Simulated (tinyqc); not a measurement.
Resistance of a source-drain extension with a graded tip: two steps of the calculation.

y runs along the channel, the gate covers y > 0. The doping is N0 for y < y0 and N0 10^(-(y - y0)/la) beyond, uniform over the depth xj. Sheet conductance s(y) = q mu(N) max(N - Nch, 0) xj + (for y > 0) ma Cox Vo, with mu(N) = u0 + (u1 - u0)/(1 + (N/Nr)^au) and Cox = eps0 eox/tox. Current is taken as one-dimensional; depletion of the tip, spreading and the contact are left out. The metallurgical junction lies at yj, where N = Nch.

Inputs (values chosen for the exercise); mobility law close to that of holes in silicon:
- eox = 3.9 (relative permittivity of the gate insulator (close to silicon dioxide))
- tox = 2.7 nm (insulator thickness)
- N0 = 1.5e20 cm^-3 (active doping of the extension far from the gate)
- la = 1.7 nm/decade (lateral abruptness)
- y0 = -0.3 nm (position under the gate where the fall begins (gate edge at 0))
- xj = 21 nm (depth of the extension)
- Nch = 3.9e18 cm^-3 (channel doping)
- Vo = 0.72 V (gate overdrive)
- ma = 52 cm^2/(V s) (mobility of the gate-induced layer)
- u1 = 470.5 cm^2/(V s) (mobility at low doping)
- u0 = 44.9 cm^2/(V s) (mobility at high doping)
- Nr = 2.23e17 cm^-3 (reference doping)
- au = 0.719 (exponent)
- Lg = 45 nm (gate length)

Constants: q = 1.602176634e-19 C, eps0 = 8.8541878128e-14 F/cm where lengths are in cm. Results are converted to the units shown.

Problem 1. Sheet resistances and junction position. yj = y0 + la log10(N0/Nch); sheet resistance of the full extension 1/[q mu(N0)(N0 - Nch) xj] and of the gate-induced layer 1/(ma Cox Vo); metallurgical length Lg - 2 yj; ye is where the doped and the gate-induced conductances are equal.

Give: yj; sheet resistance of the extension; sheet resistance of the induced layer; metallurgical length; ye; N at ye.

Solution 1.

yj = 2.3945 nm
sheet resistance of the extension = 416.81 ohm/square
sheet resistance of the induced layer = 20884 ohm/square
metallurgical length = 40.211 nm
ye = 2.1255 nm
N at ye = 5.6146e18 cm^-3

The gate takes over 0.269 nm before the junction, where N is still 1.44 times the channel doping.

Problem 2. Resistance of the overlapped part. Midpoint rule on 9 equal steps from 0 to yj: R_ov = sum h/s(y), per width.

Find: y; N; doped conductance; sheet resistance; R_ov.

Solution 2.

```
point  y (nm)  N (cm^-3)  doped conductance (uS)  sheet resistance (ohm/square)
0      0.1330   8.344e19                    1360                          710.2
1      0.3991   5.819e19                   959.9                          992.3
2      0.6652   4.058e19                   675.9                           1382
3      0.9312   2.830e19                   472.9                           1920
4       1.197   1.974e19                   326.1                           2674
5       1.463   1.377e19                   218.4                           3756
6       1.729   9.601e18                   137.3                           5400
7       1.995   6.696e18                   74.16                           8194
8       2.262   4.670e18                   22.76                        1.416e4
```

R_ov = 10.43 ohm um

tinyqc, about 0.05 s, one thread, Intel Xeon 2.30GHz (shared host): `OMP_NUM_THREADS=1 python tinyqc.py 2282215 2282216 out.jsonl`
